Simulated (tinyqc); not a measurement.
Phonon transmission through an interface between two chains by Green functions: one step, computed by the program tinyqc. Command: `OMP_NUM_THREADS=1 python tinyqc.py 3007368 3007369 out.jsonl agf walk`. One thread of a shared host (Intel(R) Xeon(R) Processor @ 2.30GHz), about 0.01 s of CPU time with the checks.

Two semi-infinite chains (masses m_1, m_2; springs k_1, k_2), motion along the chain. The central region holds the end atom of each chain and three interlayer atoms of mass m_b, joined by springs k_b. lambda = omega^2 in eV/(angstrom^2 u); nu = 15.6333042 THz x sqrt(lambda).

Question. Band tops and impedances. nu_max = 15.6333042 THz x 2 sqrt(k/m); impedance Z = sqrt(k m); long-wave transmission 4 Z_1 Z_2/(Z_1 + Z_2)^2; the probe frequency is the given share of the lower band top.

Inputs (values chosen for the exercise, for two model chains):

| quantity | value | unit |
|---|---|---|
| mass m_1 | 63.6 | u |
| spring k_1 | 2.96 | eV/angstrom^2 |
| mass m_2 | 188 | u |
| spring k_2 | 2.87 | eV/angstrom^2 |
| probe frequency / lower band top | 0.35 | - |

Atoms in the interlayer: three.

Constants: nu for 1 eV/(angstrom^2 u) = 15.6333042 THz.

Give: band top of chain 1; band top of chain 2; Z_1; Z_2; long-wave transmission; probe frequency.

Answer.

band top of chain 1 = 6.745 THz

band top of chain 2 = 3.863 THz

Z_1 = 13.72 sqrt(eV u)/angstrom

Z_2 = 23.23 sqrt(eV u)/angstrom

long-wave transmission = 0.9338

probe frequency = 1.352 THz
